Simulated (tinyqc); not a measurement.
Inside a calculation. Method: plane-wave Kohn-Sham cycle with exchange-only LDA in a layered model solid. One step of it, computed by the program tinyqc.

Question. Iteration 2: Hamiltonian at one k. H(m,m') = (k + G_m)^2/2 delta + V(G_m - G_m'), with V(-G) = V(G).

A solid whose potential varies along x alone (atomic units):
```
parameter                      value
period a                   15.700000
cross-section of the cell  34.000000
electrons per cell                 2
grid points                       16
plane waves -n..n, n               2
k points                           4
V1 in V1 cos(2 pi x/a)     -0.650000
V2 in V2 cos(4 pi x/a)     -0.080000
```

V(G_m), m = 0, 1, 2, ... (hartree): -0.150254  -0.261942  -0.035317  -0.000125  0.000196

k = 0.125000 2 pi / a

Give: H.

Answer.

H (hartree):
```
        -2      -1      +0      +1      +2
-2   0.131  -0.262  -0.035   0.000   0.000
-1  -0.262  -0.089  -0.262  -0.035   0.000
+0  -0.035  -0.262  -0.149  -0.262  -0.035
+1   0.000  -0.035  -0.262  -0.049  -0.262
+2   0.000   0.000  -0.035  -0.262   0.211
```
